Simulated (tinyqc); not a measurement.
Coherent transport through a tight-binding region between two chains, step by step. One step of it, computed by the program tinyqc.

Task: Transmission at E = 0.87 eV. Surface Green function g = (E - i sqrt(4 t^2 - E^2)) / (2 t^2); self-energy tc^2 g on each contact site; G = (E - H - Sigma)^(-1); Gamma = -2 Im Sigma; T = Gamma_L Gamma_R |G_LR|^2; local density of states -Im G_ii / pi.

H of the central region (eV):
```
,1,2,3,4,5
1,0.000000,-0.650000,0.000000,0.000000,0.000000
2,-0.650000,0.000000,-2.010000,0.000000,0.000000
3,0.000000,-2.010000,0.000000,-1.370000,0.000000
4,0.000000,0.000000,-1.370000,0.000000,-2.010000
5,0.000000,0.000000,0.000000,-2.010000,0.000000
```

Leads: semi-infinite chains with site energy 0:
```
parameter,value
lead hopping t (eV),2.850000
coupling to the left lead (eV),0.920000
coupling to the right lead (eV),0.240000
left contact site,1
right contact site,5
```

E = 0.870000 eV

Give: g; G; local density of states; transmission.

Result:

g = 0.0536-0.3468i 1/eV

G (1/eV):
```
,1,2,3,4,5
1,0.8989-0.2595i,0.2808-0.0767i,-0.4122+0.1171i,-0.1502+0.0381i,0.3460-0.0963i
2,0.2808-0.0767i,-0.3909-0.0295i,0.5759+0.0376i,0.2077+0.0195i,-0.4824-0.0340i
3,-0.4122+0.1171i,0.5759+0.0376i,-0.1160-0.0541i,-0.0414-0.0207i,0.0969+0.0459i
4,-0.1502+0.0381i,0.2077+0.0195i,-0.0414-0.0207i,-0.2785-0.0154i,0.6463+0.0208i
5,0.3460-0.0963i,-0.4824-0.0340i,0.0969+0.0459i,0.6463+0.0208i,-0.3458-0.0403i
```

local density of states (1/eV): 0.0826  0.0094  0.0172  0.0049  0.0128

transmission = 0.0030
